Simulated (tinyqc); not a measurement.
# Composition from the perpendicular lattice constant

Question. The layer is x parts of the first compound and 1 - x of the second, grown coherently on the second as substrate and barrier. Rows of the table: lattice constant a, average valence level Ea on an absolute scale, spin-orbit splitting so, gaps at Gamma, X and L, hydrostatic deformation potentials av and ac (Gamma), shear potential b, elastic constants, electron and heavy-hole (along z) masses. All are interpolated linearly in x; gaps get -C x (1 - x), taken wholly in the conduction band; real line-ups can differ from this model by 0.1 eV or more. In-plane strain e = (a_substrate - a)/a, e_z = -2 (c12/c11) e, volume change 2 e + e_z. X-ray diffraction gives a_z = a (1 + e_z) of the coherent layer. Find x, e and the relaxed Gamma gap.

Parameters, values chosen for the exercise: bowing of the Gamma gap CG = 0.19 eV; bowing of the X gap CX = 0.24 eV; bowing of the L gap CL = 0.16 eV.

Binary compounds, values chosen for the exercise:
```
              close to GaP  close to GaAs
a (angstrom)         5.451          5.653
Ea (eV)               -7.4          -6.92
so (eV)             0.0793           0.34
EG (eV)                2.8           1.43
EX (eV)               2.27            1.9
EL (eV)               2.57           1.68
av (eV)               1.71           1.17
ac (eV)              -7.24          -7.18
b (eV)               -1.82          -1.71
c11 (GPa)              140            119
c12 (GPa)             61.6           53.5
me (m0)               0.13         0.0665
mh (m0)              0.333          0.352
```

lattice constant along the growth direction = 5.59555527 angstrom

Solution. a_z changes steadily with x, about (1 + 2 c12/c11) times as fast as the relaxed lattice constant, so one composition matches.

x = 0.1500
e = 0.5389 %
relaxed Gamma gap = 1.611 eV

tinyqc, about 0.01 s, one thread, Intel Xeon 2.30GHz (shared host): `OMP_NUM_THREADS=1 python tinyqc.py 2690116 2690117 out.jsonl`
